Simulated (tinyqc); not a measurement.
## Trapped share and trap depth from dynamic on-resistance

Inverse problem. Traps remove the share ft of the electrons in the drain access (length Ld, sheet resistance Rsh before stress), so Ron grows by Rsh Ld ft/(1 - ft). The recovery time goes as T^(-2) exp(q Ea/(kB T)). Find ft and Ea.

Parameters, values chosen for the exercise:
- Ld = 8 um (drain access length)

Constants: q = 1.602176634e-19 C, kB = 1.380649e-23 J/K. Results are converted to the units shown.

Ron before and just after an off-state stress (ohm mm): [7.1532428, 9.0233648]
Rsh = 701.29575 ohm
recovery times at 300 and 410 K (s): [5.5, 0.0047274168]

Answer. The rise of Ron over Rsh Ld is ft/(1 - ft); ln(t T^2) is linear in 1/T.

ft = 0.250
Ea = 0.620 eV

tinyqc, about 0.01 s, one thread, Intel Xeon 2.30GHz (shared host): `OMP_NUM_THREADS=1 python tinyqc.py 2570084 2570085 out.jsonl`
